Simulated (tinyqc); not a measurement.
From results back to parameters: smearing for a one-band metal on the fcc lattice. Three cases, with inputs chosen for the exercise.

Problem. With Gaussian smearing, f = erfc(x)/2, s = exp(-x^2)/(2 sqrt(pi)), x = (E_k - mu)/sigma and free energy F = E - sigma S, small widths give F(sigma) = E0 - D sigma^2/4, where D is the density of states at the Fermi level (both spins, per cell). F at two widths was computed from hidden E0 and D.

Find: D; E0.

Method. D = 4 (F(s1) - F(s2))/(s2^2 - s1^2); E0 = F(s1) + D s1^2/4.

Case 1.

Values chosen: s1 = 0.038 eV; s2 = 0.076 eV.
F(s1) = -0.8275451 eV
F(s2) = -0.8285805 eV

Solution.

D = 0.956 1/eV
E0 = -0.8272 eV

Case 2.

Values chosen: s1 = 0.049 eV; s2 = 0.098 eV.
F(s1) = -0.7453010 eV
F(s2) = -0.7495039 eV

Solution.

D = 2.334 1/eV
E0 = -0.7439 eV

Case 3.

Values chosen: s1 = 0.034 eV; s2 = 0.068 eV.
F(s1) = -0.9387347 eV
F(s2) = -0.9400386 eV

Solution.

D = 1.504 1/eV
E0 = -0.9383 eV

Computed by tinyqc, one run a case: `OMP_NUM_THREADS=1 python tinyqc.py N N+1 out.jsonl` with N = 1680064, 1680460, 1680567; one thread of a shared Intel(R) Xeon(R) Processor @ 2.30GHz, about 0.3 s a run at most.
